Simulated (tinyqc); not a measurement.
## Trap density from the capacitance step

Problem. A junction with shallow donors Nd and a deep trap has C_HF = eps0 eps_r/W and C_LF = eps0 eps_r (Nd + Nt)/(Nd W + Nt xt), xt = W - lam. Find W, xt and Nt.

Values chosen for this exercise:

| symbol | value | unit | meaning |
|---|---|---|---|
| eps_r | 10.8 |  | relative permittivity |
| Nd | 7.2e14 | cm^-3 | shallow donor density |

Constants: eps0 = 8.8541878128e-14 F/cm where lengths are in cm. Results are converted to the units shown.

C_HF = 5.2755318 nF/cm^2
C_LF = 6.1802499 nF/cm^2
lam = 709.64779 nm

Answer. C_HF gives W. With y = C_LF/C_HF, Nt/Nd = (y - 1)/(1 - y xt/W).

W = 1813 nm
xt = 1103 nm
Nt = 4.300e14 cm^-3

tinyqc, about 0.01 s, one thread, Intel Xeon 2.30GHz (shared host): `OMP_NUM_THREADS=1 python tinyqc.py 2050158 2050159 out.jsonl`
